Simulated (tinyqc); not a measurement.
Inside a calculation. Model: metal-interlayer-semiconductor contact, depinning against tunnelling resistance.

Numbers from tinyqc (`OMP_NUM_THREADS=1 python tinyqc.py 2270017 2270018 out.jsonl`; about 0.02 s on one thread of a shared Intel Xeon 2.30GHz). Printed values are rounded.

Zero bias, n-type semiconductor. Gap states at the semiconductor surface thin out as exp(-be ti), which unpins the barrier; electrons must then cross the interlayer (a rectangular barrier, no voltage drop across it) and the parabolic depleted layer, both by WKB. Energies E are counted from the Fermi level; no image force, parabolic bands.

Inputs (values chosen for the exercise); semiconductor values close to those of germanium; interlayer mass of the order of that in strontium titanate, offset chosen freely: temperature T = 300 K; band gap Eg = 0.683 eV; relative permittivity eps_r = 16; electron affinity chi = 3.98 eV; conduction-band density of states at T Nc = 1.04e19 cm^-3; tunnelling mass in the semiconductor mt = 0.118 m0; Richardson mass mA = 1.06 m0; donor density Nd = 2.9e20 cm^-3; charge-neutrality level above the valence band E0 = 0.087 eV; pinning factor without interlayer S0 = 0.05; metal work function phiM = 4.49 eV; interlayer thickness ti = 2 nm; conduction-band offset of the interlayer above the semiconductor dE = 0.22 eV; tunnelling mass in the interlayer mi = 0.6 m0; decay constant of gap states through the interlayer be = 5.2 1/nm.

Constants: q = 1.602176634e-19 C, kB = 1.380649e-23 J/K, eps0 = 8.8541878128e-12 F/m, hbar = 1.054571817e-34 J s, h = 6.62607015e-34 J s, m0 = 9.1093837015e-31 kg, Vt = kB T/q, hbar^2/(2 m0) = 0.0380998212 eV nm^2. Results are converted to the units shown.

Range of the model: The depletion charge would drop about 0.23 V across such an interlayer (eps_r near 100) at ti = 2 nm and Nd = 2.9e20 cm^-3, against a band bending of 0.80 V; this model leaves that drop out.

## Pinning, barrier and scales

S = 1/(1 + (1/S0 - 1) exp(-be ti)); phiB = S (phiM - chi) + (1 - S)(Eg - E0); xi = Ec - EF deep inside, from Nd = Nc F(-xi/Vt), F(x) = (2/sqrt(pi)) int_0^infinity sqrt(u) du/(1 + exp(u - x)); band bending U = phiB - xi; E00 = (hbar/2) sqrt(Nd/(eps0 eps_r mt m0)) in volts; A = 4 pi q mA m0 kB^2/h^3.

S = 0.999422
phiB = 0.510050 eV
xi = -0.285468 eV
U = 0.795518 eV
E00 = 0.230105 eV
A = 127.384 A/(cm^2 K^2)

The interlayer moves the barrier from 0.592 eV to 0.510 eV; the unpinned limit is phiM - chi = 0.510 eV. E00/Vt = 8.90: by the usual rule of thumb (over 5) field emission.

## Exponents and integrand on an energy grid

E, point 0 to 13 (eV): -0.28  -0.22923  -0.17846  -0.12769  -0.07692  -0.02615  0.02462  0.07538  0.12615  0.17692  0.22769  0.27846  0.32923  0.38

With U = phiB - xi: for xi < E < phiB, y = (E - xi)/U and G1 = (U/E00) [sqrt(1 - y) - y ln((1 + sqrt(1 - y))/sqrt(y))], G1 = 0 above phiB; G2 = 2 ti sqrt(mi max(phiB + dE - E, 0)/C), C = hbar^2/(2 m0); f = 1/(1 + exp(E/Vt)); integrand exp(-G1 - G2) f.

```
point       G1       G2           f  integrand (1e-7)
0      3.36970  15.9531    0.999980           0.04057
1      2.84403  15.5470    0.999859           0.10299
2      2.44398  15.1300    0.998996           0.23296
3      2.10236  14.7012    0.992891           0.50029
4      1.80102  14.2594    0.951450           1.00789
5      1.53123  13.8036    0.733319           1.60495
6      1.28789  13.3322    0.278414           1.24531
7      1.06780  12.8436   0.0513766           0.46681
8      0.86872  12.3355  0.00754198           0.13899
9      0.68927  11.8056  0.00106515           0.03990
10     0.52859  11.2508  1.49593e-4           0.01146
11     0.38626  10.6671  2.09927e-5           0.00332
12     0.26239  10.0496  2.94563e-6           0.00098
13     0.15771   9.3916  4.13315e-7           0.00029
```

## Contact resistivity

1/rho_c = (A T^2/Vt^2) I, with I the trapezoid sum of the integrand over the grid.

I = 2.72945e-8 eV
rho_c = 0.0021358 ohm cm^2

A fine grid from xi upwards gives rho_c = 0.002132 ohm cm^2; the coarse value is 0.16 % above it. The integrand peaks at E = -0.014 eV, and under 0.001 % of the current flows above phiB. Tunnelling through the interlayer costs a factor of 1.31e6 at this barrier height; the bare contact (ti = 0) has rho_c = 2.23e-9 ohm cm^2, so with the interlayer rho_c is 9.58e5 times that.
